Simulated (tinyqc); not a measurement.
Capacitances against the line height.

Endless row of lines of width wl, height tl and space sl between grounded planes at distance hd; e2 fills the gaps beside the lines, e1 the rest. Laplace's equation is solved on meshes of 3, 6 and 12 steps per unit u and extrapolated (Aitken), which is good to about 0.2 %. C_even (all lines at 1 V) is the capacitance Cg to the planes; C_odd (neighbours in antiphase) = Cg + 4 Cc if only nearest neighbours couple, which defines Cc; total with quiet neighbours Cg + 2 Cc. Plate values 2 eps0 e1 wl/hd and eps0 e2 tl/sl.

Inputs (values chosen for the exercise): relative permittivity above and below the lines e1 = 3; relative permittivity between the lines e2 = 2.4; line width, in units u wl = 4 u; space between lines sl = 6 u; distance to each plane hd = 8 u.

Constants: eps0 = 8.8541878128e-12 F/m. Results are converted to the units shown.

The same in every row: plate Cg (aF/um) = 26.6.

Result of one run:
```
tl (u),Cg (aF/um),Cc (aF/um),Cg + 2 Cc (aF/um),C_odd (aF/um),plate Cc (aF/um),"share of coupling, 2 Cc/(Cg + 2 Cc) (%)"
2,59.2,16.7,92.7,126,7.08,36.1
```

What becomes of these results when the line height tl is changed from 2 to 12 u, all else the same?

Result of the changed run:
```
tl (u),Cg (aF/um),Cc (aF/um),Cg + 2 Cc (aF/um),C_odd (aF/um),plate Cc (aF/um),"share of coupling, 2 Cc/(Cg + 2 Cc) (%)"
12,61.0,51.8,165,268,42.5,62.9
```

The whole series:
```
tl (u),Cg (aF/um),Cc (aF/um),Cg + 2 Cc (aF/um),C_odd (aF/um),plate Cc (aF/um),"share of coupling, 2 Cc/(Cg + 2 Cc) (%)"
2,59.2,16.7,92.7,126,7.08,36.1
4,60.4,23.6,108,155,14.2,43.9
6,60.8,30.6,122,183,21.3,50.2
8,61.0,37.7,136,212,28.3,55.3
12,61.0,51.8,165,268,42.5,62.9
16,61.0,66.0,193,325,56.7,68.4
```

As tl goes from 2 to 16, Cg rises from 59.2 to 61.0 aF/um, Cc rises from 16.7 to 66.0 aF/um and the share of coupling rises from 36.1 to 68.4 %. Cg is 2.23 times its plate value in the first row and 2.30 times in the last; for Cc the ratios are 2.36 and 1.16. Neighbours in antiphase raise the load by a factor of 1.36 and 1.68 over quiet ones.

tinyqc, about 0.9 s, one thread, Intel Xeon 2.30GHz (shared host): `OMP_NUM_THREADS=1 python tinyqc.py 2790152 2790153 out.jsonl`
